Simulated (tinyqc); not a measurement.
# Sputter depth profiling of a dopant layer: erosion rate, quantification and the mixing-roughness response, step by step

A worked calculation. Computed by tinyqc, a small Python program that keeps every step. Command: `OMP_NUM_THREADS=1 python tinyqc.py 3003329 3003330 out.jsonl sims walk`. One thread of a shared host (Intel(R) Xeon(R) Processor @ 2.30GHz), about 0.04 s of CPU time with the checks. Intermediate numbers are printed to about 6 digits and carried at full precision; extremes and crossings named in words are read from the listed rows.

A rastered ion beam erodes silicon (49.94 atoms per nm^3). The measured profile is the true one convolved with a depth response.

Inputs (values chosen for the exercise, modelled on a dopant in silicon under an oxygen or caesium beam):
```
quantity                               value    unit
beam energy E                            3.2     keV
beam current                              22      nA
raster side                              500      um
sputter yield at 1 keV                   1.4       -
mixing length at 1 keV                   1.3      nm
roughness sigma                         0.63      nm
depth of the top edge z0                  41      nm
box width b                               12      nm
box concentration C                  5.1e+18  1/cm^3
relative sensitivity factor RSF      1.2e+21  1/cm^3
matrix count rate                    2.4e+06     1/s
background count rate                    7.3     1/s
counting time per point                    1       s
level that defines the junction C_B    9e+16  1/cm^3
```

True profile: box.

Constants: e = 1.602176634e-19 C.

## Erosion and sensitivity

Scaling chosen for the exercise: yield Y = Y1 E^0.5, mixing length w = w1 E^0.5 (E in keV). Erosion rate = Y I/(e x raster^2 x density); depth step = rate x counting time; concentration = RSF x counts/matrix counts; detection limit = RSF x 3 sqrt(background x time)/(matrix rate x time).

yield Y = 2.50440

mixing length w = 2.32551 nm

erosion rate = 0.0275440 nm/s

depth step = 0.0275440 nm

detection limit = 4.05278e+15 1/cm^3

## Measured shape

Mixing alone turns a layer at z0 into (1/w) exp(-(z - z0 + w)/w) for z > z0 - w; roughness adds a Gaussian of width sigma. With x = z - z0 + w: g(x) = (1/(2w)) exp(sigma^2/(2 w^2) - x/w) erfc((sigma/w - x/sigma)/sqrt2), and its integral G(x) = (1/2) erfc(-x/(sigma sqrt2)) - w g(x). Measured: C [G(x) - G(x - b)]. Find the maximum, the full width at half maximum and the deep point where the profile falls to C_B; far down, the trailing edge decays by w ln(10) per decade.

depth of the maximum = 49.2527 nm

peak concentration = 5.03874e+18 1/cm^3

full width at half maximum = 12.0428 nm

apparent junction depth = 60.1350 nm

trailing slope = 5.35469 nm/decade

The true deep edge lies at 53 nm, so the junction appears 7.13 nm too deep. The peak reaches 98.8 % of the true concentration.

## Moments

Convolution adds means and variances: the response has mean 0 (shift -w plus exponential mean w) and variance w^2 + sigma^2; a box adds the mean b/2 and the variance b^2/12.

centroid = 47 nm

standard deviation = 4.21959 nm

maximum minus centroid = 2.25272 nm

The centroid stays at the true position while the maximum lies deeper, so depth is read from the centroid.

## Points of the profile

Counts = concentration x matrix rate x time/RSF + background x time; relative noise 1/sqrt(counts). Depths are z0 - w + k (w + sigma), k = -0.5, 0, 0.5, 1, 2, 3, 5, 8, 12.

Profile:
```
k      z (nm)  measured (1/cm^3)       counts  relative noise
-0.5  37.1967        4.07696e+15  1.54539e+01        0.254379
0.0   38.6745        4.69564e+17  9.46427e+02        0.032505
0.5   40.1522        2.30241e+18  4.61212e+03        0.014725
1.0   41.6300        3.61557e+18  7.23845e+03        0.011754
2.0   44.5855        4.68350e+18  9.37431e+03        0.010328
3.0   47.5410        4.98314e+18  9.97358e+03        0.010013
5.0   53.4520        1.59328e+18  3.19386e+03        0.017695
8.0   62.3186        3.51922e+16  7.76844e+01        0.113457
12.0  74.1406        2.18099e+14  7.73620e+00        0.359531
```

## Beam energy: resolution against speed

Width = full width at half maximum; the apparent junction is the deep point where the profile falls to C_B; time to profile to twice z0 = 2 z0/erosion rate, at fixed current.

Measured values:
```
E (keV)   w (nm)  peak (1/cm^3)  width (nm)  apparent junction (nm)  time (min)
0.15     0.50349    5.09971e+18     12.0001                 54.9227     229.174
0.25     0.65000    5.09976e+18     12.0001                 55.2795     177.517
0.50     0.91924    5.09977e+18     12.0001                 56.0078     125.524
1.00     1.30000    5.09695e+18     12.0016                 57.1009      88.759
2.00     1.83848    5.07840e+18     12.0133                 58.6890      62.762
4.00     2.60000    5.00614e+18     12.0701                 60.9471      44.379
8.00     3.67696    4.82053e+18     12.2600                 64.0782      31.381
```

From the highest to the lowest energy the width goes from 12.3 to 12.0 nm, towards the floor set by roughness and the box width 12 nm, and the junction error from 11.1 to 1.92 nm, at 7.3 times the time. Extrapolating the tail slope to zero energy separates mixing from real diffusion. Caution: the surface transient, segregation under the beam and the growth of roughness with depth are left out, and real yields fall faster near the sputter threshold.

Checks made by the program: dose under the measured profile (relative difference below 1e-10).
